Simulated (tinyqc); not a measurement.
Inside a calculation: ionisation potential and affinity of a slab from the planar-averaged potential. Values are carried at full precision from step to step, so a last printed digit may differ when a step is redone from the rounded ones.

A model of the planar-averaged electrostatic energy of an electron in a periodic cell of N1 periods of A (L1 = N1 n1 h) and N2 periods of vacuum (L2 = N2 n2 h), on z_j = j h: V(z) = f VA + (1 - f) VB + F t(z), VA = V1[0] + V1[1] cos(2 pi z/(n1 h)) + V1[2] cos(4 pi z/(n1 h)), VB the same with V2, n2 and z - L1. f = [tanh(z/w) - tanh((z - L1)/w) + tanh((z - L1 - L2)/w)]/2 + 1/2; t(z) = z - L1/2 in A and (L1/L2)(L1 + L2/2 - z) beyond, so that the cell is periodic.

Constants: e^2/(4 pi eps0) = 14.39964547 eV angstrom.

Inputs chosen for the exercise (gap near that of Si; not measured data):
```
symbol  value                unit         meaning
h       0.35                 angstrom     grid step
n1      6                                 grid points per period of A
n2      7                                 grid points per period of the vacuum filter
N1      4                                 periods of A
N2      4                                 periods of vacuum
V1      (-9.28, 4.65, 0.98)  eV           mean and two harmonics of the potential in A
V2      (0, 0, 0)            eV           the same in vacuum
w       0.44                 angstrom     width of the interfaces
F       0.021                eV/angstrom  slope in A from opposite charges on the two interfaces
Ev1     4.32                 eV           valence top of bulk A above its mean potential
Eg1     (0.62, 1.16)         eV           gap of A: semi-local value, corrected value
fv1     0.22                              share of the correction that lowers the valence top of A
eps     1.6                               dielectric constant at the interface
```

## The planar average

Evaluate V on the grid, j = 0, 1, ...

V(z_j) (eV): [-1.913, -6.266, -11.686, -12.908, -12.133, -7.494, -3.694, -7.482, -12.124, -12.972, -12.110, -7.452, -3.650, -7.438, -12.080, -12.928, -12.066, -7.408, -3.606, -7.391, -12.015, -12.775, -11.539, -6.104, -1.737, -1.178, -0.406, -0.039, 0.042, 0.054, 0.050, 0.044, 0.038, 0.031, 0.025, 0.019, 0.013, 0.006, 0.000, -0.006, -0.013, -0.019, -0.025, -0.032, -0.038, -0.044, -0.051, -0.059, -0.069, -0.132, -0.558, -2.274]

## Running means

Running mean over n points, periodic: for odd n the plain mean of the n points centred on j; for even n the n + 1 points with half weight at both ends. The macroscopic average applies the mean over n1 points and then over n2 points.

Apply the first mean, then the second.

after the mean over n1 points (eV): [-4.869, -6.899, -8.298, -8.882, -9.131, -9.269, -9.311, -9.315, -9.309, -9.302, -9.295, -9.287, -9.280, -9.273, -9.265, -9.258, -9.250, -9.241, -9.223, -9.166, -9.014, -8.749, -8.076, -6.591, -4.562, -2.536, -1.057, -0.395, -0.144, -0.006, 0.037, 0.042, 0.038, 0.031, 0.025, 0.019, 0.013, 0.006, 0.000, -0.006, -0.013, -0.019, -0.025, -0.032, -0.038, -0.045, -0.057, -0.109, -0.338, -0.679, -1.351, -2.837]

macroscopic average (eV): [-4.831, -6.038, -7.169, -8.094, -8.729, -9.074, -9.217, -9.276, -9.298, -9.300, -9.294, -9.287, -9.280, -9.273, -9.265, -9.256, -9.239, -9.202, -9.129, -8.960, -8.580, -7.912, -6.956, -5.798, -4.567, -3.337, -2.184, -1.238, -0.580, -0.212, -0.057, 0.003, 0.027, 0.029, 0.025, 0.019, 0.013, 0.006, 0.000, -0.006, -0.013, -0.019, -0.025, -0.033, -0.046, -0.092, -0.185, -0.374, -0.774, -1.463, -2.440, -3.610]

Around the middle of vacuum the first mean varies by 25 meV over five points and the second by 25 meV; the tilt of the potential alone amounts to 25 meV over these points.

## The potential line-up

Read the macroscopic average in the middle of each region, j = 12 and j = 38, and its slope in A by a central difference over two points each way.

plateau in A = -9.280 eV
plateau in vacuum = 0.000 eV
dV = vacuum - A = 9.280 eV
slope in A = 0.021 eV/angstrom

The average is tilted: the interfaces carry opposite charges, and the potential changes by +0.18 eV across A and by as much the other way across vacuum. Reading both regions at their mid-points (to within half a grid step), or extrapolating both lines to one interface, removes the tilt from dV.

## Ionisation potential and affinity

IP = dV - Ev1, EA = IP - gap. The correction opens the gap by c = Eg1[1] - Eg1[0], lowers the valence top by fv1 c and raises the conduction edge by (1 - fv1) c; dV is kept.

IP, EA with the semi-local gap (eV): [4.960, 4.340]

c = 0.54 eV

IP, EA corrected (eV): [5.079, 3.919]

The correction raises IP by 0.12 eV and lowers EA by 0.42 eV.

## The dipole behind the step

A step dV of the mean electron energy from A to vacuum across an interface equals 4 pi (e^2/4 pi eps0) times a dipole per area p (in e angstrom per angstrom^2). For a change of 0.1 eV in dV, give the charge per area moved over 2 angstrom in a medium of dielectric constant eps: sigma = 0.1 eps/(4 pi (e^2/4 pi eps0) 2). 1 angstrom^-2 = 1e16 cm^-2.

|p| = 0.05128 e/angstrom
sigma = 4.42e+12 e/cm^2

With about 7e14 atoms per cm^2 in a plane (as on a silicon (100) face), 0.6 % of an electron per atom shifts the line-up by 0.1 eV.

## Checks

- Line-up in a cell of 14 + 14 periods without slope against V2[0] - V1[0] (eV): both 9.2800.

Run: tinyqc, `OMP_NUM_THREADS=1 python tinyqc.py 1850117 1850118 out.jsonl`; Intel(R) Xeon(R) Processor @ 2.30GHz, one thread, shared host; about 0.01 s of CPU time with all checks.
